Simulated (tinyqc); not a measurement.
Inside a calculation. Method: Luttinger-Kohn k.p, four valence bands. One step of it, computed by the program tinyqc.

Question. Bloch Hamiltonian at k. P = c g1 k^2, Q = c g2 (kx^2 + ky^2 - 2 kz^2), R = c sqrt3 [-g2 (kx^2 - ky^2) + 2i g3 kx ky], S = 2 c sqrt3 g3 (kx - i ky) kz, c = hbar^2/2m = 3.809982 eV angstrom^2; rows [P+Q, -S, R, 0], [-S*, P-Q, 0, R], [R*, 0, P-Q, S], [0, R*, S*, P+Q]. The path ends lie at |k| = 0.06 1/angstrom.

Luttinger parameters chosen for this model; energies are counted downward from the top of the valence band:
```
parameter     value  unit
g1         5.950000
g2         1.740000
g3         2.450000
```

k point k (1/angstrom): 0.042000  -0.045000  -0.013000

Give: H(k) at k.

Answer.

H(k) at k (eV), lower triangle (Hermitian):
```
                 3/2             1/2             -1/2    -3/2
3/2           0.1126
1/2   0.0177-0.0189i          0.0668
-1/2  0.0030+0.0611i          0.0000           0.0668
-3/2          0.0000  0.0030+0.0611i  -0.0177+0.0189i  0.1126
```
